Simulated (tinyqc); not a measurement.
Mobility of a non-polar semiconductor in the relaxation-time approximation: one step, computed by the program tinyqc. Command: `OMP_NUM_THREADS=1 python tinyqc.py 3001874 3001875 out.jsonl rta walk`. One thread of a shared host (Intel(R) Xeon(R) Processor @ 2.30GHz), about 0.01 s of CPU time with the checks.

Each valley is treated as a sphere of mass m_d for states and rates, with one isotropic relaxation time; the conductivity mass m_c sets the current.

Task: Fermi level and screening. Kane band: hbar^2 k^2/(2 m) = E (1 + alpha E), speed v = hbar k/(m (1 + 2 alpha E)), states per spin, volume and energy g(E) = m k (1 + 2 alpha E)/(2 pi^2 hbar^2); overlap factors are set to 1. Here m = m_d. Masses are multiplied by m_0 and all formulas are in SI units. The reduced Fermi level eta = E_F/(k_B T) solves n = 2 Z int g f dE with f = 1/(1 + exp(x - eta)) (Z = 1 unless valleys are given); screening length L_s = sqrt(eps_s eps_0 k_B T/(e^2 dn/deta)), dn/deta = 2 Z int g f (1 - f) dE. Integrals over x = E/(k_B T) use 160 Gauss-Legendre points in u = sqrt(x) from 0 to sqrt(max(eta, 0) + 32).

Inputs (values chosen for the exercise, modelled on electrons in germanium): equivalent valleys Z = 4; non-parabolicity alpha = 0.64 1/eV; static permittivity eps_s = 16; carrier density n = 7.9e+16 1/cm^3; temperature T = 77 K.

Band: Kane. Impurity formula: Brooks-Herring. Further scattering: none.

density-of-states mass m_d = 0.2206786 m_0

Constants: k_B = 8.617333262e-05 eV/K; m_0 = 9.1093837015e-31 kg; e = 1.602176634e-19 C; hbar = 1.054571817e-34 J s; eps_0 = 8.8541878128e-12 F/m; k_B = 1.380649e-23 J/K.

Give: reduced Fermi level eta; screening length L_s.

Result:

reduced Fermi level eta = -2.836

screening length L_s = 8.704 nm

The gas is non-degenerate (eta < -2), and L_s is close to the Debye length.
